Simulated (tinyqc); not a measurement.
## Trap density from one capacitance

Question. Traps spread evenly through the insulator exchange electrons with the semiconductor by tunnelling, with tau(x) = t0 exp(2 ka x) at depth x from the interface. The admittance per area Y seen at depth x obeys dY/dx = -Y^2/(i w eps0 eox) + q Nb ln(1 + i w tau)/tau, with Y(0) = i w Cs and w = 2 pi f; the gate sees Y(tox) = G + i w C. Working variable y = Y/(i w), in uF/cm^2. Cox = eps0 eox/tox. Find Nb and G/w.

Values chosen for this exercise:
- eox = 3.82 (relative permittivity of the insulator)
- tox = 6.6 nm (insulator thickness)
- Cs = 6.7 uF/cm^2 (semiconductor capacitance in accumulation)
- ka = 5.8 1/nm (decay constant of the wave function in the insulator)
- t0 = 1e-9 s (time constant of a trap at the interface)
- f = 1e6 Hz (frequency)

Constants: q = 1.602176634e-19 C, eps0 = 8.8541878128e-14 F/cm where lengths are in cm. Results are converted to the units shown.

C = 0.47730915 uF/cm^2

Answer. C rises steadily with Nb, so one density matches; in practice ka and t0 must come from the frequency dependence.

Nb = 1.200e19 cm^-3 eV^-1
G/w = 5.420e-4 uF/cm^2

Program tinyqc, `OMP_NUM_THREADS=1 python tinyqc.py 2202216 2202217 out.jsonl`; Intel Xeon 2.30GHz, shared host, one thread, about 0.6 s.
